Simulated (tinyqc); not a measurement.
# n-type polysilicon, carrier trapping at grain boundaries: what changes with what

One-dimensional grains of size Lg, uniform ionised doping N, monovalent traps Qt at each boundary at a depth Et below (for electrons) or above (for holes) the band edge there, abrupt depletion of width W on each side of a boundary, Boltzmann statistics. xi is the distance from the band edge at the grain centre to the Fermi level. Trapped charge Qt/(1 + exp((xi + VB - Et)/Vt)) = 2 N W, barrier VB = q N W^2/(2 eps0 eps_r).

Values chosen for this exercise; values of the order met in polycrystalline silicon:
- T = 300 K (temperature)
- eps_r = 11.7 (relative permittivity)
- NB = 2.8e19 cm^-3 (conduction-band density of states at T)
- Lg = 32 nm (grain size)
- Qt = 1.1e12 cm^-2 (trap density of a grain boundary)
- Et = 0.47 eV (depth of the trap level from the majority band edge at the boundary)
- ms = 0.43 m0 (mass for thermionic emission)
- fe = 0.12 (correction factor of the emission rate)
- mug = 40 cm^2/(V s) (mobility inside the grains)
- N = 2.4e18 cm^-3 (doping)

Constants: q = 1.602176634e-19 C, kB = 1.380649e-23 J/K, m0 = 9.1093837015e-31 kg, Vt = kB T/q, eps0 = 8.8541878128e-14 F/cm where lengths are in cm. Results are converted to the units shown.

Each table varies one quantity; the others keep the values above.

## Effect of the doping

If the trap equation with xi = Vt ln(NB/N) has a root W < Lg/2, the grain is partly depleted; otherwise W = Lg/2 and the trap equation gives xi = Et - VB + Vt ln(Qt/(N Lg) - 1). N* = Qt/Lg. n0 = NB exp(-xi/Vt); mean density n0 (1 - 2 W/Lg) by charge balance in a partly depleted grain, and n0 (sqrt(pi)/2) erf(u)/u with u = sqrt(VB/Vt) in a fully depleted one; v = sqrt(kB T/(2 pi ms m0)); barrier resistivity Vt exp(VB/Vt)/(q fe n0 v Lg); grain resistivity (1 - 2 W/Lg)/(q n0 mug); effective mobility 1/(q mean density total resistivity). Rows with xi above 0.45 V, towards mid-gap, are left out, since the other carrier type is ignored.

Effect of the doping:

| N (cm^-3) | N/N* | depleted share 2 W/Lg | VB (V) | xi (V) | mean density (cm^-3) | resistivity (ohm cm) | effective mobility (cm^2/(V s)) |
|---|---|---|---|---|---|---|---|
| 2.7e17 | 0.7855 | 1.000 | 0.05345 | 0.3830 | 6.084e12 | 7.858e4 | 13.05 |
| 5.4e17 | 1.571 | 0.6366 | 0.04332 | 0.1021 | 1.963e17 | 1.118 | 28.44 |
| 1.1e18 | 3.200 | 0.3125 | 0.02127 | 0.08368 | 7.563e17 | 0.3095 | 26.67 |
| 2.1e18 | 6.109 | 0.1637 | 0.01114 | 0.06696 | 1.756e18 | 0.1372 | 25.91 |
| 4.2e18 | 12.22 | 0.08185 | 0.005570 | 0.04904 | 3.856e18 | 0.06436 | 25.15 |
| 8.4e18 | 24.44 | 0.04092 | 0.002785 | 0.03113 | 8.056e18 | 0.03140 | 24.68 |

Read the table: what changes, and by how much?

As N goes from 2.7e17 to 8.4e18, VB falls from 0.0535 to 0.00278 V, the resistivity falls from 78600 to 0.0314 ohm cm and the effective mobility goes from 13.1 through a maximum of 28.4 (at N = 5.4e17 among the rows listed) to 24.7 cm^2/(V s). For N = 4.2e18, 8.4e18 xi is under 2.5 Vt, where Boltzmann statistics begin to fail. For N = 1.1e18, 2.1e18, 4.2e18, 8.4e18 VB is below Vt, where abrupt depletion and thermionic emission are rough. For N = 5.4e17 the grain is near the changeover between partial and full depletion, within a few Debye lengths, where both limits are rough.

## Effect of the trap density of a grain boundary

Same model as above.

N* = Qt/Lg.

The same in every row: xi (V) = 0.06351.

Effect of the trap density of a grain boundary:

| Qt (cm^-2) | N/N* | depleted share 2 W/Lg | VB (V) | mean density (cm^-3) | resistivity (ohm cm) | effective mobility (cm^2/(V s)) |
|---|---|---|---|---|---|---|
| 2e11 | 38.40 | 0.02604 | 3.222e-4 | 2.338e18 | 0.1065 | 25.06 |
| 3.4e11 | 22.59 | 0.04427 | 9.312e-4 | 2.294e18 | 0.1064 | 25.58 |
| 5.7e11 | 13.47 | 0.07422 | 0.002617 | 2.222e18 | 0.1074 | 26.15 |
| 9.7e11 | 7.918 | 0.1263 | 0.007579 | 2.097e18 | 0.1140 | 26.11 |
| 1.6e12 | 4.800 | 0.2083 | 0.02062 | 1.900e18 | 0.1462 | 22.46 |
| 2.8e12 | 2.743 | 0.3646 | 0.06315 | 1.525e18 | 0.5324 | 7.688 |
| 4.7e12 | 1.634 | 0.6119 | 0.1779 | 9.315e17 | 41.58 | 0.1612 |
| 8e12 | 0.9600 | 0.8749 | 0.3636 | 3.003e17 | 5.485e4 | 3.789e-4 |

What does the table show?

As Qt goes from 2e11 to 8e12, VB rises from 3.22e-4 to 0.364 V, the resistivity rises from 0.107 to 54900 ohm cm and the effective mobility goes from 25.1 through a maximum of 26.2 (at Qt = 5.7e11 among the rows listed) to 3.79e-4 cm^2/(V s). In every row xi is under 2.5 Vt, where Boltzmann statistics begin to fail. For Qt = 2e11, 3.4e11, 5.7e11, 9.7e11, 1.6e12 VB is below Vt, where abrupt depletion and thermionic emission are rough. For Qt = 8e12 the grain is near the changeover between partial and full depletion, within a few Debye lengths, where both limits are rough.

Program tinyqc, `OMP_NUM_THREADS=1 python tinyqc.py 2830102 2830103 out.jsonl`; Intel Xeon 2.30GHz, shared host, one thread, about 0.01 s.
